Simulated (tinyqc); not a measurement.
## Energy and delay of logic against supply voltage: energy and delay against supply voltage

One expression serves below and above threshold: I(Vg) = Ik [ln(1 + exp((Vg - VT + dd V)/(al nf Vt)))]^al, with I_on = I(V) and I_off = I(0). Gate delay td = kd C V/I_on, clock period LD td. Per gate and cycle the switching energy is act C V^2 and the leakage energy I_off V LD td. No short-circuit current, no variation. Minima are sought above 0.09 V; below a few Vt gates no longer switch and the model has no meaning.

EDP = energy times td.

Values chosen for this exercise; values of the order met in logic technologies:
```
symbol  value  unit                               meaning
T         358     K                           temperature
VT       0.42     V  threshold voltage at zero drain bias
nf       1.09                                slope factor
dd       0.12         barrier lowering per volt of supply
Ik        0.3    uA            specific current of a gate
al       1.27                 exponent of the current law
C         2.3    fF            load capacitance of a gate
kd        1.2                                delay factor
LD         20                                 logic depth
act       0.1                             activity factor
```

Constants: q = 1.602176634e-19 C, kB = 1.380649e-23 J/K, Vt = kB T/q. Results are converted to the units shown.

Result of one run:
```
V (V)  I_on (uA)  I_off (nA)  td (ps)  switching (aJ)  leakage (aJ)  energy (aJ)  EDP (fJ ps)
1.2        14.89     0.08168    222.5           331.2        0.4361        331.6        73.78
```

What becomes of these results when the supply voltage V is changed from 1.2 to 0.38 V, all else the same?

Result of the changed run:
```
V (V)  I_on (uA)  I_off (nA)  td (ps)  switching (aJ)  leakage (aJ)  energy (aJ)  EDP (fJ ps)
0.38      0.2120    0.004381     4947           33.21        0.1647        33.38        165.1
```

The whole series:
```
V (V)  I_on (uA)  I_off (nA)  td (ps)  switching (aJ)  leakage (aJ)  energy (aJ)  EDP (fJ ps)
0.15    1.666e-4    0.001928  2.485e6           5.175         14.37        19.55      4.857e4
0.27    0.008733    0.002959  8.533e4           16.77         1.363        18.13         1547
0.38      0.2120    0.004381     4947           33.21        0.1647        33.38        165.1
0.5        1.375    0.006723     1004           57.50       0.06750        57.57        57.79
0.62       3.186     0.01032    537.0           88.41       0.06870        88.48        47.52
0.73       5.102     0.01528    394.9           122.6       0.08808        122.7        48.44
0.85       7.384     0.02344    317.7           166.2        0.1266        166.3        52.83
0.97       9.830     0.03596    272.4           216.4        0.1900        216.6        58.99
1.08       12.19     0.05324    244.5           268.3        0.2811        268.6        65.65
1.2        14.89     0.08168    222.5           331.2        0.4361        331.6        73.78
```

td falls from 2.48e6 to 222 ps; the energy goes from 19.5 through a minimum of 18.1 (at V = 0.27 V among the rows listed) to 332 aJ and the EDP goes from 48600 through a minimum of 47.5 (at V = 0.62 V among the rows listed) to 73.8 fJ ps. The exact minima lie at V = 0.209 V for the energy and 0.650 V for the EDP. Going from 1.2 V to the energy minimum saves a factor of 22.3 in energy and costs a factor of 2170 in delay. Below the minimum the leakage energy rises faster than the switching energy falls, because the clock period grows so steeply.

tinyqc, about 0.01 s, one thread, Intel Xeon 2.30GHz (shared host): `OMP_NUM_THREADS=1 python tinyqc.py 2082128 2082129 out.jsonl`
